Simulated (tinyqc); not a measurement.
Electron continuity equation in a given potential, Scharfetter-Gummel discretisation: error of the current against the mesh.

Steady state in one dimension: J = q mu n E + q D dn/dx with E = -dpsi/dx and D = mu Vt, dJ/dx = q (n/tau - G), fixed densities nL and nR at the ends. The potential is given, psi = U x/L, and is not changed by the electrons.

Fluxes J_i = (q D/h)(n_(i+1) P_i - n_i Q_i), d_i = (psi_(i+1) - psi_i)/Vt: Scharfetter-Gummel P = B(d), Q = B(-d), B(d) = d/(exp(d) - 1); central P = 1 - d/2, Q = 1 + d/2; upwind P = 1 + max(-d, 0), Q = 1 + max(d, 0). Balance at each inner node: J_i - J_(i-1) = q h (n_i/tau - G). The reference is Scharfetter-Gummel on 4000 intervals or more. Errors are those of J on the first interval against the reference at its midpoint; errors under 1e-6 % are printed as 0.

Inputs (values chosen for the exercise); mobility close to that of indium arsenide at room temperature: temperature T = 350 K; electron mobility mu = 29700 cm^2/(V s); length of the region L = 0.75 um; density at x = 0 nL = 4.6e13 cm^-3; density at x = L nR = 1.2e13 cm^-3; lifetime tau = 2.8e-13 s; uniform generation rate G = 0 cm^-3 s^-1; potential difference psi(L) - psi(0) U = 0.055 V.

Constants: q = 1.602176634e-19 C, kB = 1.380649e-23 J/K, Vt = kB T/q. Results are converted to the units shown.

Results:
```
N    largest |d|  reference J (A/cm^2)  SG error (%)  central error (%)  upwind error (%)
5         0.3647                -340.6          3.40               2.81              12.2
20       0.09118                -457.1         0.144              0.113              2.09
40       0.04559                -480.0        0.0327             0.0254             0.978
80       0.02279                -491.9       7.74e-3            5.96e-3             0.473
160      0.01140                -498.0       1.88e-3            1.44e-3             0.232
```

Estimate the missing row, N = 10.

Computed row:
```
N   largest |d|  reference J (A/cm^2)  SG error (%)  central error (%)  upwind error (%)
10       0.1824                -414.4         0.675              0.544              4.78
```

With this row back in the table: From N = 80 to 160 the error shrinks by 4.1 (Scharfetter-Gummel), 4.1 (central), 2.0 (upwind); 4 marks second order and 2 first order. At N = 5 the errors are 3.4, 2.8 and 12 %.

Range of the model: The drift velocity mu E exceeds 1e7 cm/s somewhere, where real mobilities no longer stay constant.

tinyqc, about 0.01 s, one thread, Intel Xeon 2.30GHz (shared host): `OMP_NUM_THREADS=1 python tinyqc.py 2220067 2220068 out.jsonl`
